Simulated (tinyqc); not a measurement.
Sub-threshold conduction and electro-thermal threshold of an amorphous chalcogenide: threshold against amorphous thickness.

Trap-limited conduction: I = I0 exp(-Ea/kB T) sinh(q V dz/(2 ua kB T)), I0 = 2 q A Nt dz/ta. One lumped temperature T = T0 + Rt I V. The threshold is the largest V for which a steady state exists on the low-current branch.

The threshold is the first local maximum over T of the V that solves Rt I(V, T) V = T - T0. Rt is held fixed.

Parameters, values chosen for the exercise; values of the order of Ge-Sb-Te and related chalcogenides:
- T0 = 300 K (ambient temperature)
- A = 1100 nm^2 (cross-section)
- dz = 7.5 nm (distance between traps)
- Ea = 0.3 eV (activation energy)
- Nt = 4e19 cm^-3 (trap density)
- ta = 1e-15 s (attempt time)
- Rt = 1.3 K/uW (thermal resistance)

Constants: q = 1.602176634e-19 C, kB = 1.380649e-23 J/K. Results are converted to the units shown.

Threshold against amorphous thickness:

| ua (nm) | Vth (V) | T - T0 (K) | Ith (uA) | field (MV/cm) |
|---|---|---|---|---|
| 18 | 0.4961 | 55.42 | 85.95 | 0.2756 |
| 24 | 0.6185 | 52.84 | 65.72 | 0.2577 |
| 30 | 0.7323 | 51.05 | 53.62 | 0.2441 |
| 36 | 0.8394 | 49.70 | 45.55 | 0.2332 |
| 42 | 0.9410 | 48.64 | 39.76 | 0.2240 |
| 48 | 1.038 | 47.77 | 35.40 | 0.2163 |
| 54 | 1.131 | 47.04 | 31.99 | 0.2095 |
| 60 | 1.221 | 46.42 | 29.25 | 0.2035 |

What does the table show?

Vth rises from 0.496 to 1.22 V, as ua^(0.75), and the threshold field falls from 0.276 to 0.203 MV/cm; Ith falls from 85.9 to 29.3 uA. A power of 1 would mean a fixed threshold field.

Range of the model: Purely electronic switching mechanisms, filaments and series resistance are left out.

Computed by the program tinyqc: `OMP_NUM_THREADS=1 python tinyqc.py 2490049 2490050 out.jsonl`, one thread of a shared Intel Xeon 2.30GHz, about 0.01 s for the whole run.
